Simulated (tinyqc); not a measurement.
Site energy and hopping from one surface Green function.

Problem. A semi-infinite chain with site energy e0 and hopping -t has g_s = 1/(E - e0 - t^2 g_s). Inside the band |g_s| = 1/t and Re g_s = (E - e0)/(2 t^2). Find t and e0.

g_s at E = -3.5 eV = -0.15178571-0.32328334i 1/eV

Solution. t = 1/|g_s|, and e0 = E - 2 t^2 Re g_s.

t = 2.800 eV
e0 = -1.120 eV

Numbers from tinyqc (`OMP_NUM_THREADS=1 python tinyqc.py 2680115 2680116 out.jsonl`; about 0.1 s on one thread of a shared Intel Xeon 2.30GHz).
